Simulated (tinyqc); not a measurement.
Worked calculation: plane-wave Kohn-Sham cycle with exchange-only LDA in a layered model solid. One step of it, computed by the program tinyqc.

Question. Iteration 2: potential. V_H(G) = 4 pi rho(G)/G^2 for G != 0 (uniform background); v_x = -(3 rho/pi)^(1/3); V = V_ext + V_H + v_x; Fourier components f(G_m) = (1/N) sum_j f(x_j) exp(-i G_m x_j).

A solid whose potential varies along x alone (atomic units):
```
parameter                      value
period a                    5.100000
cross-section of the cell  40.000000
electrons per cell                 4
grid points                       16
plane waves -n..n, n               3
k points                           4
V1 in V1 cos(2 pi x/a)     -0.320000
V2 in V2 cos(4 pi x/a)      0.200000
```

density after iteration 1 (e/bohr^3): 0.01921562  0.01962997  0.02056052  0.02125382  0.02105670  0.01996820  0.01859563  0.01757939  0.01722144  0.01757939  0.01859563  0.01996820  0.02105670  0.02125382  0.02056052  0.01962997

Give: Potentials on the grid; V(G_m), m = 0, 1, 2, ....

Answer.

Potentials on the grid (hartree):
```
x       V_ext        V_H     v_x       V
0.000  -0.120      0.007  -0.264  -0.377
0.319  -0.154      0.007  -0.266  -0.413
0.637  -0.226      0.007  -0.270  -0.489
0.956  -0.264      0.006  -0.273  -0.531
1.275  -0.200   2.95e-03  -0.272  -0.469
1.594  -0.019  -1.87e-03  -0.267  -0.288
1.913   0.226     -0.007  -0.261  -0.042
2.231   0.437     -0.011  -0.256   0.170
2.550   0.520     -0.013  -0.254   0.253
2.869   0.437     -0.011  -0.256   0.170
3.188   0.226     -0.007  -0.261  -0.042
3.506  -0.019  -1.87e-03  -0.267  -0.288
3.825  -0.200   2.95e-03  -0.272  -0.469
4.144  -0.264      0.006  -0.273  -0.531
4.463  -0.226      0.007  -0.270  -0.489
4.781  -0.154      0.007  -0.266  -0.413
```

V(G_m), m = 0, 1, 2, ... (hartree): -0.265  -0.158  0.102  0.000  0.000  0.000  0.000
